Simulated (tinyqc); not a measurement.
Classical Heisenberg spin chain: exact results, Metropolis, heat-bath and over-relaxation steps, and a Monte Carlo run: one step, computed by the program tinyqc.

E = -J sum_i s_i . s_(i+1) for unit vectors s_i on an open chain; K = J/(k_B T).

Problem. Four single-spin steps. The given spins are first normalised. Spins 2 and 3 are updated in turn, with h = K (sum of the two neighbours). Heat bath: cos(theta) = 1 + ln(1 - r1 (1 - exp(-2 |h|)))/|h| about n = h/|h|, azimuth 2 pi r2 = phi in the frame a = n x z/|n x z|, b = n x a: s = n cos(theta) + sin(theta)(a cos(phi) + b sin(phi)); r1, r2 are the first two numbers of the row. Steps 2 and 4 are reflections, s -> 2 (s . h) h/|h|^2 - s, which keep the energy and use no random number.

Inputs (values chosen for the exercise, for a model chain of large moments): temperature T = 85.7 K.

Update: heat bath with over-relaxation.

four neighbouring spins (rows; components x, y, z):
```
         1        2        3
1   0.0258  -0.9924  -0.1203
2   0.9379  -0.3365  -0.0842
3   0.2995  -0.9415  -0.1546
4  -0.4014   0.8470   0.3486
```

random numbers, one row a step:
```
        1       2       3
1  0.1875  0.2491  0.2900
2  0.1978  0.0140  0.6439
3  0.6932  0.3604  0.8070
4  0.0754  0.2870  0.7978
```

K = -3.249807

Give: the table «Steps» with the columns |h|, h . s before, h . s after, move, x, y, z.

Solution.

Steps:
```
spin    |h|  h . s before  h . s after        move        x        y        z
2     6.435        -3.182        6.228   heat bath  -0.1634   0.9798  -0.1152
3     6.260         6.256        6.256  reflection   0.2865  -0.9541  -0.0876
2     6.442         6.286        5.261   heat bath  -0.5004   0.7893  -0.3557
3     6.072         5.911        5.911  reflection   0.6533  -0.7511   0.0950
```
